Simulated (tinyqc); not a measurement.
Trap-assisted generation and recombination current of an abrupt junction. From generation current back to reverse bias V_r. Computed by tinyqc, a small Python program. Command: `OMP_NUM_THREADS=1 python tinyqc.py 3006509 3006510 out.jsonl junctionleak inv`. One thread of a shared host (Intel(R) Xeon(R) Processor @ 2.30GHz), about 0.04 s of CPU time with the checks.

Depletion approximation, flat quasi-Fermi levels across the depleted layer, long neutral regions with minority lifetimes tau_n and tau_p, full ionisation and Boltzmann statistics. Voltages in exponents stand for e V.

Inputs (values chosen for the exercise, with bands and screening modelled on germanium):

| quantity | value | unit |
|---|---|---|
| gap E_g | 0.666 | eV |
| electron mass m_e | 0.22 | m_0 |
| valleys M_c | 4 | - |
| hole mass m_h | 0.34 | m_0 |
| dielectric constant eps | 15.8 | - |
| acceptor density N_A | 3e+16 | cm^-3 |
| donor density N_D | 9.1e+18 | cm^-3 |
| capture time tau_n | 7.7e-08 | s |
| capture time tau_p | 5.5e-08 | s |
| trap level E_t - E_i | 0.079 | eV |
| electron diffusion coefficient D_n | 86 | cm^2/s |
| hole diffusion coefficient D_p | 9.1 | cm^2/s |
| temperature T | 300 | K |

Field enhancement: none.

Constants: k_B = 8.617333262e-05 eV/K; m_0 = 9.1093837015e-31 kg; k_B = 1.380649e-23 J/K; h = 6.62607015e-34 J s; e = 1.602176634e-19 C; eps_0 = 8.8541878128e-12 F/m.

Method:
- N_c = 2 M_c (2 pi m_e k_B T/h^2)^(3/2) and N_v = 2 (2 pi m_h k_B T/h^2)^(3/2), masses in units of m_0.
- n_i = sqrt(N_c N_v) exp(-E_g/2 k_B T); V_bi = (k_B T/e) ln(N_A N_D/n_i^2); diffusion saturation current J_d0 = e n_i^2 [sqrt(D_n/tau_n)/N_A + sqrt(D_p/tau_p)/N_D].
- W = sqrt(2 eps eps_0 (V_bi - V)(1/N_A + 1/N_D)/e), x_p = W N_D/(N_A + N_D), x_n = W - x_p, peak field F_m = 2 (V_bi - V)/W; reverse bias means V = -V_r.
- Potential from the p edge: phi = (V_bi - V) x^2/(x_p W) on the p side and (V_bi - V)[1 - (W - x)^2/(x_n W)] on the n side; p = N_A exp(-phi/k_B T), n = n_i^2 exp(V/k_B T)/p; U = (n p - n_i^2)/[tau_p (n + n_i exp(dE/k_B T)) + tau_n (p + n_i exp(-dE/k_B T))], dE = E_t - E_i, n1 = n_i exp(dE/k_B T), p1 = n_i exp(-dE/k_B T); J_t = e int U dx by the trapezoid rule on 400 intervals on each side.
- Generation lifetime tau_g = tau_p exp(dE/k_B T) + tau_n exp(-dE/k_B T); textbook estimate e n_i W/tau_g; generation current J_g = -J_t; total = J_g + J_d0 (1 - exp(-V_r/k_B T)).

Question. A run gave the result below. Find the reverse bias V_r, known to lie between 1.2 and 2.3 V.

generation current = 5.577016e-05 A/cm^2

Answer.

Each step takes the trial c = (a f_b - b f_a)/(f_b - f_a), f being the result less the target and a, b, c the logarithms of the listed values; c replaces end b, the old b replaces a if the sign of f changed, and otherwise f_a is halved.

Scan of the range:

| reverse bias V_r (V) | generation current (A/cm^2) |
|---|---|
| 1.20 | 5.26058e-05 |
| 1.34 | 5.60081e-05 |
| 1.49 | 5.94929e-05 |
| 1.66 | 6.32671e-05 |
| 1.85 | 6.72934e-05 |
| 2.06 | 7.15387e-05 |
| 2.30 | 7.61623e-05 |

False position (Illinois rule, in the logarithm of the input) inside the bracket:

| step | end a | end b | trial | generation current (A/cm^2) |
|---|---|---|---|---|
| 1 | 1.20000 | 1.34000 | 1.32970 | 5.57629e-05 |
| 2 | 1.34000 | 1.32970 | 1.33000 | 5.57701e-05 |
| 3 | 1.34000 | 1.33000 | 1.33000 | 5.57702e-05 |
| 4 | 1.33000 | 1.33000 | 1.33000 | 5.57702e-05 |

Generation current rises at every point of a 13-point scan of the range (every second point is shown), so one value fits; it is bracketed by 1.20 and 1.34. Answer: reverse bias V_r = 1.330 V.

Caution: one side is doped near or above its effective density of states, so Boltzmann statistics understate V_bi. Caution: at such a field avalanche multiplication or band-to-band tunnelling, left out here, may dominate the reverse current.
